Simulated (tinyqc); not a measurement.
Inside a calculation. Method: coupled-perturbed Hartree-Fock on RHF in the sto-6g basis, for H6, spin multiplicity 1. One step of it, computed by the program tinyqc.

Task: Coupled step 2. U_ai = -(mu_ai + sum_bj [4 (ai|bj) - (ab|ij) - (aj|bi)] U_bj) / (e_a - e_i); alpha = -4 sum U_ai mu_ai.

U after step 1:
```
           i1         i2         i3
a4   0.043942   0.000636  -3.080733
a5  -0.000187   0.810725  -0.000103
a6   0.236227  -0.000014  -0.033794
```

dipole integrals <a|z|i> (bohr):
```
           i1         i2        i3
a4  -0.058802  -0.000401  1.889023
a5   0.000062  -0.727605  0.000023
a6  -0.306433  -0.000087  0.059631
```

orbital energies (hartree): MO1 -0.631892, MO2 -0.539270, MO3 -0.414335, MO4 0.317092, MO5 0.589194, MO6 0.907462

Two-electron integrals over orbitals (pq|rs), unique and non-zero (hartree):
```
(11|11) 0.402240    (21|11) -0.000215   (21|21) 0.127162    (22|11) 0.318007
(22|21) 0.000279    (22|22) 0.378246    (31|11) 0.079671    (31|21) 0.000186
(31|22) -0.055083   (31|31) 0.126724    (32|11) 0.000262    (32|21) -0.121620
(32|22) -0.000348   (32|31) -0.000076   (32|32) 0.139782    (33|11) 0.373996
(33|21) -0.000096   (33|22) 0.333707    (33|31) 0.042518    (33|32) 0.000152
(33|33) 0.374264    (41|11) -0.000145   (41|21) 0.036696    (41|22) 0.000038
(41|31) -0.000021   (41|32) 0.005139    (41|33) 0.000005    (41|41) 0.081800
(42|11) 0.056078    (42|21) 0.000029    (42|22) -0.003140   (42|31) 0.049734
(42|32) 0.000044    (42|33) 0.013712    (42|41) -0.000021   (42|42) 0.071483
(43|11) -0.000055   (43|21) 0.061363    (43|22) 0.000128    (43|31) 0.000140
(43|32) -0.059839   (43|33) -0.000029   (43|41) 0.015797    (43|42) 0.000055
(43|43) 0.077922    (44|11) 0.373116    (44|21) -0.000062   (44|22) 0.333140
(44|31) 0.039496    (44|32) 0.000105    (44|33) 0.364049    (44|41) -0.000020
(44|42) 0.022102    (44|43) -0.000011   (44|44) 0.377535    (51|11) 0.008768
(51|21) -0.000039   (51|22) 0.027081    (51|31) -0.022722   (51|32) -0.000007
(51|33) -0.010186   (51|41) -0.000095   (51|42) 0.039179    (51|43) 0.000010
(51|44) -0.001453   (51|51) 0.048815    (52|11) -0.000010   (52|21) 0.022956
(52|22) 0.000074    (52|31) -2.86e-07   (52|32) 0.005001    (52|33) 0.000012
(52|41) 0.055896    (52|42) 0.000142    (52|43) -0.039584   (52|44) 0.000013
(52|51) 0.000056    (52|52) 0.089949    (53|11) -0.063346   (53|21) -0.000030
(53|22) -0.002103   (53|31) -0.053549   (53|32) -0.000032   (53|33) -0.026407
(53|41) 0.000036    (53|42) -0.068289   (53|43) -0.000074   (53|44) -0.022319
(53|51) -0.034476   (53|52) -0.000110   (53|53) 0.072910    (54|11) -0.000269
(54|21) 0.121859    (54|22) 0.000334    (54|31) 0.000075    (54|32) -0.133775
(54|33) -0.000154   (54|41) 0.003037    (54|42) -0.000037   (54|43) 0.061281
(54|44) -0.000115   (54|51) 0.000005    (54|52) -0.002855   (54|53) 0.000031
(54|54) 0.143057    (55|11) 0.331245    (55|21) 0.000198    (55|22) 0.381507
(55|31) -0.045625   (55|32) -0.000254   (55|33) 0.344138    (55|41) 0.000025
(55|42) 0.001369    (55|43) 0.000096    (55|44) 0.352027    (55|51) 0.027230
(55|52) 0.000067    (55|53) -0.004588   (55|54) 0.000261    (55|55) 0.403982
(61|11) 0.000015    (61|21) -0.001746   (61|22) -0.000040   (61|31) 0.000067
(61|32) -0.014531   (61|33) -1.11e-06   (61|41) -0.029377   (61|42) -0.000052
(61|43) -0.051760   (61|44) 3.72e-06    (61|51) -0.000062   (61|52) 0.032561
(61|53) 0.000060    (61|54) 0.011761    (61|55) -0.000045   (61|61) 0.067541
(62|11) 0.013974    (62|21) -0.000024   (62|22) 0.031685    (62|31) -0.020602
(62|32) -0.000011   (62|33) -0.000266   (62|41) -0.000070   (62|42) 0.036306
(62|43) -9.93e-07   (62|44) -0.002137   (62|51) 0.045410    (62|52) 0.000087
(62|53) -0.038153   (62|54) 0.000009    (62|55) 0.030799    (62|61) -0.000050
(62|62) 0.047591    (63|11) 0.000145    (63|21) -0.040183   (63|22) -0.000041
(63|31) 2.79e-06    (63|32) 0.002737    (63|33) 0.000011    (63|41) -0.078730
(63|42) 0.000010    (63|43) -0.017998   (63|44) 0.000008    (63|51) 0.000090
(63|52) -0.056175   (63|53) -0.000032   (63|54) -0.002222   (63|55) -0.000027
(63|61) 0.028965    (63|62) 0.000074    (63|63) 0.083915    (64|11) -0.081570
(64|21) -0.000140   (64|22) 0.048135    (64|31) -0.121731   (64|32) 0.000029
(64|33) -0.043895   (64|41) 0.000026    (64|42) -0.051867   (64|43) -0.000122
(64|44) -0.044102   (64|51) 0.019692    (64|52) -4.58e-07   (64|53) 0.054462
(64|54) -0.000035   (64|55) 0.049033    (64|61) -0.000060   (64|62) 0.019609
(64|63) -0.000012   (64|64) 0.130909    (65|11) -0.000218   (65|21) 0.129839
(65|22) 0.000294    (65|31) 0.000186    (65|32) -0.125673   (65|33) -0.000096
(65|41) 0.037815    (65|42) 0.000028    (65|43) 0.065022    (65|44) -0.000060
(65|51) -0.000039   (65|52) 0.023733    (65|53) -0.000031   (65|54) 0.131366
(65|55) 0.000225    (65|61) -0.002772   (65|62) -0.000025   (65|63) -0.044040
(65|64) -0.000152   (65|65) 0.145069    (66|11) 0.427189    (66|21) -0.000179
(66|22) 0.338263    (66|31) 0.085399    (66|32) 0.000235    (66|33) 0.399601
(66|41) -0.000140   (66|42) 0.061823    (66|43) -0.000035   (66|44) 0.405693
(66|51) 0.010295    (66|52) 1.05e-06    (66|53) -0.070672   (66|54) -0.000250
(66|55) 0.361399    (66|61) 0.000015    (66|62) 0.016247    (66|63) 0.000147
(66|64) -0.093384   (66|65) -0.000196   (66|66) 0.477215
```

Give: U after step 2; polarisability.

Result:

U after step 2:
```
       i1     i2      i3
a4  0.037  0.001  -3.179
a5  0.000  0.850   0.000
a6  0.244  0.000  -0.031
```

polarisability = 26.806 bohr^3
